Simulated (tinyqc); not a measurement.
Phonon polaritons: single-oscillator infrared dielectric function of a polar cubic crystal. Computed by tinyqc, a small Python program. Command: `OMP_NUM_THREADS=1 python tinyqc.py 3031875 3031876 out.jsonl infrared walk`. One thread of a shared host (Intel(R) Xeon(R) Processor @ 2.30GHz), about 0.01 s of CPU time with the checks.

One ion pair, charges +Z* and -Z*, in a cell of volume Omega = a^3/4. Frequencies omega are given as wavenumbers (1/cm); eps_s is the static dielectric constant.

Inputs (values chosen for the exercise, for a model crystal):
```
quantity            value      unit
lattice constant a   6.06  angstrom
mass M_A             86.9         u
mass M_B              124         u
omega_TO              152      1/cm
Born charge Z*       1.05         e
eps_inf              8.18         -
```

Structure: rock salt. Free carriers: absent.

Constants: nu for 1 eV/(angstrom^2 u) = 15.6333042 THz; 1 THz = 33.35640952 1/cm; e^2/(4 pi eps_0) = 14.39964548 eV angstrom.

Method. mu = M_A M_B/(M_A + M_B); ionic plasma term W^2 = 4 pi Z*^2 (e^2/(4 pi eps_0))/(Omega mu) in eV/(angstrom^2 u), turned into 1/cm by W = 15.6333042 x 33.35640952 x sqrt(W^2); omega_LO^2 = omega_TO^2 + W^2/eps_inf; eps_s = eps_inf + W^2/omega_TO^2; Szigeti charge 3 Z*/(eps_inf + 2); longitudinal (Callen) charge Z*/eps_inf. Transverse waves without damping obey Q^2 = omega^2 eps(omega), Q = wave vector/(2 pi) in 1/cm: eps_inf omega^4 - (eps_inf omega_LO^2 + Q^2) omega^2 + Q^2 omega_TO^2 = 0.

eps_s = 9.00602

omega_LO = 159.490 1/cm

Branches (1/cm):
```
Q     lower branch  upper branch  Q/sqrt(eps_s)  Q/sqrt(eps_inf)
46           15.32         159.6           15.3             16.1
140          46.43         160.2           46.7             48.9
270          87.96         163.1           90.0             94.4
460         133.72         182.8          153.3            160.8
680         147.16         245.6          226.6            237.8
1100        150.60         388.2          366.5            384.6
2300        151.72         805.7          766.4            804.2
4600        151.93        1609.1         1532.8           1608.4
```

What does the comparison show, and why?

The lower branch starts as light slowed by sqrt(eps_s) (1.000 of that line) and ends at 1.000 omega_TO; the upper starts at 1.000 omega_LO and ends at 1.000 of the light line with eps_inf. No branch lies between omega_TO and omega_LO.
